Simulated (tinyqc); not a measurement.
Against the doping: band-to-band tunnelling and avalanche in a reverse-biased abrupt junction. Computed by tinyqc, a small Python program. Command: `OMP_NUM_THREADS=1 python tinyqc.py 3030161 3030162 out.jsonl zener walk`. One thread of a shared host (Intel(R) Xeon(R) Processor @ 2.30GHz), about 0.01 s of CPU time with the checks.

Direct Kane tunnelling in the local field (for indirect gaps the mass is an effective fit) and one ionisation coefficient for both carriers. N is the doping of the light side, or N_A N_D/(N_A + N_D) for the symmetric junction; the built-in voltage is taken as E_g/e.

Inputs (values chosen for the exercise, modelled on silicon):

| quantity | value | unit |
|---|---|---|
| band gap at 300 K, E_g | 1.09 | eV |
| gap narrowing with temperature, -dE_g/dT | 0.25 | meV/K |
| reduced tunnelling mass m_r | 0.18 | m_0 |
| permittivity eps | 11.7 | - |
| ionisation prefactor a | 1.1e+06 | 1/cm |
| ionisation field at 300 K, b | 1.52e+06 | V/cm |
| relative rise of b with temperature | 5.3 | 1e-4/K |
| effective doping N | 2.4e+17 | 1/cm^3 |
| current density that defines tunnel breakdown, J_0 | 10 | A/cm^2 |
| temperature T | 350 | K |

Junction: one-sided.

Constants: eps_0 = 8.8541878128e-12 F/m; e = 1.602176634e-19 C; m_0 = 9.1093837015e-31 kg; hbar = 1.054571817e-34 J s.

Method:
- E_g(T) = E_g - (T - 300 K)(-dE_g/dT); b(T) = b [1 + (rise)(T - 300 K)]; w = sqrt(2 eps eps_0 (V_R + E_g/e)/(e N)); F_m = 2 (V_R + E_g/e)/w; the field falls linearly from F_m to 0 across w.
- Kane: G(F) = A F^2 exp(-B/F), A = e^2 sqrt(m_r)/(18 pi hbar^2 sqrt(E_g)), B = pi sqrt(m_r) E_g^(3/2)/(2 e hbar), SI units; J = e int G dx x V_R/(V_R + E_g/e), the last factor making J vanish at zero bias; int G dx = (w/F_m) int_0^F_m G dF by 64 Gauss-Legendre points.
- Avalanche: I = (w/F_m) int_0^F_m a exp(-b/F) dF by 64 Gauss-Legendre points, M = 1/(1 - I), breakdown at I = 1.
- V_Z solves J = J_0 and V_A solves I = 1; the lower one is the breakdown voltage; temperature coefficients by a central difference of +/- 10 K.

Breakdown:

| N (1/cm^3) | V_Z (V) | V_A (V) | F_m at breakdown (MV/cm) | first |
|---|---|---|---|---|
| 4.80e+15 | 1.1669e+03 | 82.278 | 0.3518 | avalanche |
| 1.20e+16 | 5.0328e+02 | 44.566 | 0.4116 | avalanche |
| 2.90e+16 | 2.2417e+02 | 25.459 | 0.4879 | avalanche |
| 7.20e+16 | 9.7357e+01 | 14.832 | 0.5953 | avalanche |
| 1.40e+17 | 5.2778e+01 | 10.278 | 0.7013 | avalanche |
| 2.40e+17 | 3.2010e+01 | 7.800 | 0.8118 | avalanche |
| 4.80e+17 | 1.6660e+01 | 5.668 | 1.0007 | avalanche |
| 1.20e+18 | 6.7628e+00 | 4.038 | 1.3780 | avalanche |
| 2.90e+18 | 2.5555e+00 | 3.318 | 1.8052 | tunnelling |

What does the comparison show, and why?

The mechanism changes between 1.20e18 and 2.90e18 per cm^3. Across the table V_Z + E_g/e scales as N^-0.90 and V_A as N^-0.50: tunnelling needs a nearly fixed field, while avalanche in a thinner layer needs a higher one. Rows with V_A below about 5 E_g/e understate it, since the local law ignores the distance a carrier needs to reach the ionisation energy; silicon and germanium junctions change over near 4 to 6 E_g/e.

Extremes, crossings and ranges named in words are read from the listed rows.
